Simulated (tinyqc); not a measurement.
Two-band model of a narrow-gap semiconductor with electrons and holes: one step, computed by the program tinyqc. Command: `OMP_NUM_THREADS=1 python tinyqc.py 3028240 3028241 out.jsonl bipolar walk`. One thread of a shared host (Intel(R) Xeon(R) Processor @ 2.30GHz), about 0.05 s of CPU time with the checks.

Two parabolic bands with acoustic scattering (r = -1/2, a = 0), a gap that does not change with T, and fully ionised dopants. Melting is ignored, so values above the melting point are formal, and kappa_L does not change with T. eta_n = (E_F - E_c)/(k_B T), eta_p = -eta_n - E_g/(k_B T).

Problem. Each band alone. With x = E/(k_B T), a = alpha k_B T (0 for a parabolic band), G = x (1 + a x), D = 1 + 2 a x and <y> = int y f (1 - f) dx, f = 1/(1 + exp(x - eta)): tau = tau_0 G^r/D; transport function s = G^(3/2 + r)/D^2; n = N_0 <G^(3/2)> with N_0 = (2 m k_B T)^(3/2)/(3 pi^2 hbar^3). Integrals over x = E/(k_B T) use 160 Gauss-Legendre points in u = sqrt(x) from 0 to sqrt(max(eta, 0) + 32). sigma = e mu_0 N_0 <s> with mu_0 = e tau_0/m = mu_300 (T/300 K)^(-p); |S| = (k_B/e)(<x s>/<s> - eta); Lorenz number L = (k_B/e)^2 (<x^2 s>/<s> - (<x s>/<s>)^2); kappa_e = L sigma T; zT = S^2 sigma T/(kappa_L + kappa_e). Hall factor r_H = <x^(3/2)> <x^(1/2)>/<s>^2.

Inputs (values chosen for the exercise, modelled on PbTe):
```
quantity                              value        unit
electron mass m_n                      0.27         m_0
hole mass m_p                          0.29         m_0
electron mobility parameter mu_300,n   1300  cm^2/(V s)
hole mobility parameter mu_300,p        820  cm^2/(V s)
temperature exponent p                  1.5           -
temperature T                           480           K
```

Doping: n-type.

eta_n = -2.783620

eta_p = -4.710964

Constants: e = 1.602176634e-19 C; m_0 = 9.1093837015e-31 kg; k_B = 1.380649e-23 J/K; hbar = 1.054571817e-34 J s; k_B = 8.617333262e-05 eV/K.

Give: Partial coefficients.

Solution.

Partial coefficients:
```
band       sigma (S/cm)  |S| (microvolt/K)  L (1e-8 V^2/K^2)  density (1/cm^3)  Hall factor
electrons         33.09              414.8             1.496         4.311e+17        1.174
holes             3.469              578.7             1.487         7.113e+16        1.177
```

The minority carriers have the larger |S|, since the Fermi level lies farther from their band; they carry 9.5 % of the conductivity.
